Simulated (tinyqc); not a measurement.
Worked calculation: implant damage, amorphisation by cascade overlap, and solid-phase epitaxial regrowth. Computed by tinyqc, a small Python program that keeps every step. Command: `OMP_NUM_THREADS=1 python tinyqc.py 3112790 3112791 out.jsonl sper walk`. One thread of a shared host (Intel(R) Xeon(R) Processor @ 2.30GHz), about 0.01 s of CPU time with the checks. Intermediate numbers are printed to about 6 digits and carried at full precision; extremes and crossings named in words are read from the listed rows.

Range and width of the damage are inputs. Dynamic annealing enters only through the surviving share f.

Inputs (values chosen for the exercise, modelled on fluorine ions in silicon):
```
quantity                            value    unit
atomic density N                     49.9  1/nm^3
ion Z1                                  9       -
ion mass M1                            19       u
target Z2                              14       -
target mass M2                      28.09       u
ion energy E                           18     keV
displacement energy E_d                15      eV
depth of the damage peak R_d           26      nm
width of the damage profile s_d        15      nm
share of defects that survive f      0.44       -
critical displaced share x_c         0.15       -
dose Q                            3.5e+14  1/cm^2
overlaps needed n                       1       -
area amorphised by one track A_i      4.9    nm^2
regrowth prefactor v0             4.7e+15    nm/s
regrowth energy E_a                  2.71      eV
anneal temperature                    511       C
rate relative to (100)               0.04       -
peak enhancement by the dopant         12       -
ramp rate                              61     K/s
```

Constants: a_0 = 0.529177210903 angstrom; e^2/(4 pi eps_0) = 14.39964548 eV angstrom; k_B = 8.617333262e-05 eV/K.

## Damage energy and displacements per ion

Robinson partition: eps = E a M2/(Z1 Z2 (e^2/(4 pi eps_0)) (M1 + M2)), a = 0.8853 a_0/sqrt(Z1^(2/3) + Z2^(2/3)); k = 0.0793 Z1^(2/3) Z2^(1/2) (M1 + M2)^(3/2)/((Z1^(2/3) + Z2^(2/3))^(3/4) M1^(3/2) M2^(1/2)); damage energy T_d = E/(1 + k (eps + 0.40244 eps^(3/4) + 3.4008 eps^(1/6))); displacements nu = 0.8 T_d/(2 E_d).

reduced energy eps = 0.870846

k = 0.166380

damage energy T_d = 10.2378 keV

T_d/E = 0.568768

displacements per ion nu = 273.009

43 % of the energy goes to electrons.

## The amorphous layer

Displaced share x(z) = f nu Q exp(-(z - R_d)^2/(2 s_d^2))/(sqrt(2 pi) s_d N); the layer is amorphous where x > x_c, between R_d -/+ s_d sqrt(2 ln(x_max/x_c)), the upper edge being cut at the surface. Threshold dose Q_c = Q x_c/x_max.

peak displaced share x_max = 0.224087

threshold dose Q_c = 2.34285e+14 1/cm^2

upper edge = 12.5602 nm

lower edge = 39.4398 nm

The layer is buried, so it regrows from both sides and the two fronts meet in a defect plane.

## Damage left below the interface

Displaced atoms per area beyond the lower edge z2: f nu Q (1/2) erfc((z2 - R_d)/(sqrt2 s_d)); they are not removed by regrowth.

share of the damage beyond z2 = 0.185130

displaced atoms beyond z2 = 7.78348e+15 1/cm^2

## Layer against dose

The formulas are those given above.

Dose series; the last column is f nu Q erfc((z2 - R_d)/(sqrt2 s_d))/2:
```
Q (1/cm^2)    x_max  upper edge (nm)  lower edge (nm)  displaced atoms beyond z2 (1/cm^2)
2.58e+14    0.16518          19.4129          32.5871                         1.02360e+16
3.51e+14    0.22473          12.5125          39.4875                         7.76997e+15
5.86e+14    0.37518           5.6886          46.3114                         6.18423e+15
9.37e+14    0.59991           1.0247          50.9753                         5.39755e+15
1.64e+15    1.05001           0.0000          55.5916                         4.77945e+15
2.81e+15    1.79909           0.0000          59.4362                         4.35580e+15
5.86e+15    3.75185           0.0000          64.0620                         3.92995e+15
1.17e+16    7.49089           0.0000          67.9507                         3.62782e+15
```

A dose 45 times larger moves the lower edge from 32.6 to 68.0 nm, as the root of a logarithm, and the damage beyond it falls by a factor 2.8, since the edge lies on an ever steeper tail. The layer reaches the surface at Q_c exp(R_d^2/(2 s_d^2)) = 1.05e15 per cm^2.

## Overlap model

Gibbons model: a point turns amorphous after n + 1 hits; with y = A_i Q the amorphous share is 1 - exp(-y) sum_(k=0..n) y^k/k!. Doses are set by y.

Amorphous share:
```
y     Q (1/cm^2)  direct impact (n = 0)   given n
0.1  2.04082e+12               0.095163  0.004679
0.3  6.12245e+12               0.259182  0.036936
0.6  1.22449e+13               0.451188  0.121901
1.0  2.04082e+13               0.632121  0.264241
2.0  4.08163e+13               0.864665  0.593994
3.0  6.12245e+13               0.950213  0.800852
5.0  1.02041e+14               0.993262  0.959572
8.0  1.63265e+14               0.999665  0.996981
```

At small y the share grows as y^2; between the first rows the exponent is 1.88.

## Isothermal regrowth

v = v0 x orientation factor x exp(-E_a/(k_B T)) x [1 + (enhancement - 1) exp(-(z - R_d)^2/(2 s_d^2))], T = anneal temperature + 273.15 K; the dopant is taken to follow the damage profile; the lower front moves from the lower edge z2 to the surface, or to the middle (z1 + z2)/2 of a buried layer with upper edge z1; time = int dz/v; the equivalent undoped distance is that time times the undoped velocity.

undoped velocity = 7.19165e-04 nm/s

distance to regrow = 13.4398 nm

time without enhancement = 18688.1 s

equivalent undoped distance = 1.27199 nm

time with enhancement = 1768.71 s

The rate doubles for each 14 K or so near this temperature. Caution: regrowth on (111) is not only slow but leaves twins, which a single velocity does not describe.

## Regrowth during a ramp

On a linear ramp from 200 C regrowth ends at the T_f where int v_undoped dT/(ramp rate) equals the equivalent undoped distance.

temperature at which regrowth ends = 713.046 C

Checks made by the program: tail against quadrature of x(z) N (relative difference below 1e-10).
